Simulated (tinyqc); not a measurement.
## True capacitance, leakage and series resistance from two frequencies

Problem. A capacitance C in parallel with G and in series with Rs is measured as Cp and D = Gp/(w Cp) at two frequencies. The series reading Cs = Cp (1 + D^2) equals C + G^2/(w^2 C), and Re Z = D/(w Cp (1 + D^2)) = Rs + G/(G^2 + w^2 C^2). Find C, G and Rs.

f (Hz): [1e6, 3e6]
Cp (pF): [58.7943264, 58.5987756]
D: [1.17739768, 0.448228203]

Answer. w^2 Cs = w^2 C + G^2/C is a straight line in w^2 with slope C; the intercept gives G, and the real part then gives Rs.

C = 61.63 pF
G = 437.5 uS
Rs = 54.00 ohm

Program tinyqc, `OMP_NUM_THREADS=1 python tinyqc.py 2022168 2022169 out.jsonl`; Intel Xeon 2.30GHz, shared host, one thread, about 0.01 s.
